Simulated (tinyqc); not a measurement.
Worked calculation: power iteration on a symmetric matrix. Computed by tinyqc, a small Python program that keeps every step. Settings: method = power, shift = 1.52. Command: `OMP_NUM_THREADS=1 python tinyqc.py 25715 25716 out.jsonl` (the two numbers bound the seeds that draw the settings). One thread of a shared host (Intel(R) Xeon(R) Processor @ 2.60GHz), about 0.01 s of CPU time with the checks.

A:
$$\begin{pmatrix}
0.413000 & -0.439000 & -0.700000 & -0.008000 & -0.171000 & 0.883000 \\
-0.439000 & 0.913000 & 0.068000 & -0.255000 & -0.479000 & -0.685000 \\
-0.700000 & 0.068000 & 2.435000 & 0.286000 & 0.077000 & -0.046000 \\
-0.008000 & -0.255000 & 0.286000 & 2.567000 & -0.744000 & -0.507000 \\
-0.171000 & -0.479000 & 0.077000 & -0.744000 & 2.866000 & 0.509000 \\
0.883000 & -0.685000 & -0.046000 & -0.507000 & 0.509000 & 3.500000
\end{pmatrix}$$

Stop when the residual |A v - lambda v| is below 1e-9.

Steps:
```
step      lambda  residual
1     1.93692304  1.99e+00
2     3.09740503  2.00e+00
3     3.94706528  1.42e+00
4     4.29649225  8.55e-01
5     4.41266082  4.86e-01
6     4.44904329  2.71e-01
7     4.46027519  1.51e-01
8     4.46373335  8.39e-02
9     4.46479803  4.66e-02
10    4.46512594  2.59e-02
11    4.46522697  1.44e-02
12    4.46525810  7.97e-03
13    4.46526769  4.42e-03
14    4.46527065  2.46e-03
15    4.46527156  1.36e-03
16    4.46527184  7.57e-04
17    4.46527193  4.20e-04
18    4.46527196  2.33e-04
19    4.46527196  1.30e-04
20    4.46527197  7.19e-05
21    4.46527197  3.99e-05
22    4.46527197  2.22e-05
23    4.46527197  1.23e-05
24    4.46527197  6.84e-06
25    4.46527197  3.80e-06
26    4.46527197  2.11e-06
27    4.46527197  1.17e-06
28    4.46527197  6.50e-07
29    4.46527197  3.61e-07
30    4.46527197  2.00e-07
```

Can the last value be used, and what does the course show?

Not by the stop rule, although the second column moves by less than 1e-07 over the last three steps. Not converged in 30 steps: the residual falls only by the ratio of the two largest distances of eigenvalues from the shift, 0.56 a step. all eigenvalues, for comparison: [-0.115250, 0.597485, 2.033507, 2.679434, 3.033552, 4.465272].
